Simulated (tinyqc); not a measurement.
# Read current of a NAND string, cells in series solved by shooting: what changes with what

Cells in series, numbered from 0 at the source line (0 V) to the bit line, each followed by a gap resistance Rg. A cell with gate Vg, threshold VT, source Vs and drain Vd passes I = 2 nf K Vt^2 [F(Vs) - F(Vd)]/(1 + th max(Vg - VT, 0)), F(V) = ln^2(1 + exp((Vg - VT - nf V)/(2 nf Vt))). The selected cell has Vg = Vr, the others Vg = Vp.

Parameters, values chosen for the exercise; values of the order met in vertical NAND strings:

| symbol | value | unit | meaning |
|---|---|---|---|
| T | 358 | K | temperature |
| K | 22 | uA/V^2 | gain factor of a cell |
| nf | 1.4 |  | slope factor |
| th | 0.17 | 1/V | mobility reduction factor |
| Rg | 1 | kohm | resistance of the gap between cells |
| Vbl | 0.4 | V | bit-line voltage |
| Vp | 7.4 | V | pass voltage |
| Ve | -2.1 | V | threshold of an erased cell |
| Vh | 3 | V | threshold of the highest state |
| Vx | 2.4 | V | threshold of the selected cell |
| Is | 20 | nA | sensing current |
| Vr | 3.21 | V | read voltage on the selected word line |

Constants: q = 1.602176634e-19 C, kB = 1.380649e-23 J/K, Vt = kB T/q. Results are converted to the units shown.

Each table varies one quantity; the others keep the values above.

## Read current against the number of cells

For a trial current I start at 0 V and, cell by cell, solve for the drain: sqrt(F(Vd)) = sqrt(F(Vs) - I/k), k = 2 nf K Vt^2/(1 + th max(Vg - VT, 0)), Vd = [Vg - VT - 2 nf Vt ln(exp(sqrt F) - 1)]/nf, then add I Rg. The string current is the I for which the last node reaches Vbl. The apparent threshold is the Vr at which I = Is. Background: all other cells erased (VT = Ve) or all in the highest state (VT = Vh); ratio and shift are high over erased and high minus erased. The selected cell is in the middle, cell n/2.

Read current against the number of cells:
columns A: n; B: I, others erased (uA); C: I, others high (uA); D: ratio; E: apparent VT, erased (V); F: apparent VT, high (V); G: background shift (mV)
```
A         B       C       D      E      F       G
8     2.012   1.645  0.8174  2.382  2.382  0.6215
16    1.296  0.9906  0.7642  2.383  2.384   1.244
32   0.7548  0.5499  0.7286  2.386  2.389   2.491
64   0.4107  0.2907  0.7078  2.392  2.397   4.994
96   0.2820  0.1975  0.7004  2.398  2.406   7.564
128  0.2147  0.1496  0.6966  2.404  2.414   10.13
192  0.1454  0.1007  0.6927  2.417  2.432   15.28
```

With erased neighbours the current falls from 2.01 to 0.145 uA, as n^(-0.63) between the first two rows and n^(-0.96) between the last two (-1 once the series resistance rules). The ratio falls from 0.817 to 0.693 and the background shift rises from 0.622 to 15.3 mV.

## Effect of the bit-line voltage

Same model as above.

The string has 128 cells and the selected one is cell 64.

Effect of the bit-line voltage:
columns A: Vbl (V); B: I, others erased (uA); C: I, others high (uA); D: ratio; E: apparent VT, erased (V); F: apparent VT, high (V); G: background shift (mV)
```
A          B        C       D      E      F      G
0.1  0.05559  0.03955  0.7114  2.416  2.433  17.54
0.2   0.1100  0.07771  0.7063  2.405  2.415  10.43
0.3   0.1631   0.1144  0.7014  2.404  2.414  10.15
0.4   0.2147   0.1496  0.6966  2.404  2.414  10.13
0.5   0.2646   0.1831  0.6922  2.404  2.414  10.13
0.6   0.3121   0.2149  0.6885  2.404  2.414  10.13
0.7   0.3565   0.2446  0.6861  2.404  2.414  10.13
0.8   0.3960   0.2717  0.6861  2.404  2.414  10.13
```

As Vbl goes from 0.1 to 0.8 V, the current with erased neighbours rises from 0.0556 to 0.396 uA, that with high neighbours rises from 0.0396 to 0.272 uA and the ratio falls from 0.711 to 0.686. The background shift falls from 17.5 to 10.1 mV.

Numbers from tinyqc (`OMP_NUM_THREADS=1 python tinyqc.py 2142108 2142109 out.jsonl`; about 0.9 s on one thread of a shared Intel Xeon 2.30GHz).
